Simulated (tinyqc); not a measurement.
Long-channel MOSFET, surface-potential model: two steps of the calculation.

n-channel transistor on a uniformly doped p-type body, gradual-channel approximation, constant mobility, Boltzmann statistics, full ionisation. Potentials are counted from the neutral body; V is the electron quasi-Fermi potential, Vsb at the source and Vsb + Vds at the drain. Charges are magnitudes per area.

Values chosen for this exercise; material values close to those of silicon:
```
symbol,value,unit,meaning
T,293,K,temperature
Eg,1.1,eV,band gap
eps_r,11.5,,relative permittivity of the semiconductor
Nc,2.69e19,cm^-3,conduction-band density of states at T
Nv,2.55e19,cm^-3,valence-band density of states at T
Na,6.2e16,cm^-3,acceptor density of the body
eox,8.81,,relative permittivity of the gate insulator
tox,66,nm,insulator thickness
Vfb,-0.64,V,flat-band voltage
mu,520,cm^2/(V s),channel mobility
W,1,um,gate width
L,1,um,gate length
Vsb,0.3,V,source-body reverse bias
Vds,2,V,drain-source voltage
```

Constants: q = 1.602176634e-19 C, kB = 1.380649e-23 J/K, Vt = kB T/q, eps0 = 8.8541878128e-14 F/cm where lengths are in cm. Results are converted to the units shown.

Problem 1. Body potential, insulator capacitance and body factor. ni = sqrt(Nc Nv) exp(-Eg/(2 Vt)), Eg in volts; phiF = Vt ln(Na/ni); Cox = eps0 eox/tox; gamma = sqrt(2 q eps0 eps_r Na)/Cox. VT = Vfb + 2 phiF + gamma sqrt(2 phiF + Vsb), m = 1 + gamma/(2 sqrt(2 phiF + Vsb)).

Give: ni; phiF; Cox; gamma; VT; m.

Solution 1.

ni = 9.074e9 cm^-3
phiF = 0.3973 V
Cox = 0.1182 uF/cm^2
gamma = 1.203 V^0.5
VT = 1.414 V
m = 1.575

Problem 2. Pao-Sah current by Simpson's rule. I = mu (W/L) integral of Qi dV; Simpson's rule on the 11 points, step Vds/10, weights 1, 4, 2, ..., 4, 1 times step/3.

Qi, Pao-Sah, point 0 to 10 (nC/cm^2): 144.22083  109.01365  75.124911  42.784660  13.534915  0.11352261  4.2318355e-5  1.5360716e-8  5.5755773e-12  2.0238029e-15  7.3459265e-19

Find: Pao-Sah current.

Solution 2.

Pao-Sah current = 32.21 uA

Gauss-Legendre quadrature on many points gives 32.18 uA, so this value is 0.11 % above it; the charge-sheet current, 31.82 uA, is 1.1 % below it.

Computed by the program tinyqc: `OMP_NUM_THREADS=1 python tinyqc.py 2360135 2360136 out.jsonl`, one thread of a shared Intel Xeon 2.30GHz, about 0.05 s for the whole run.
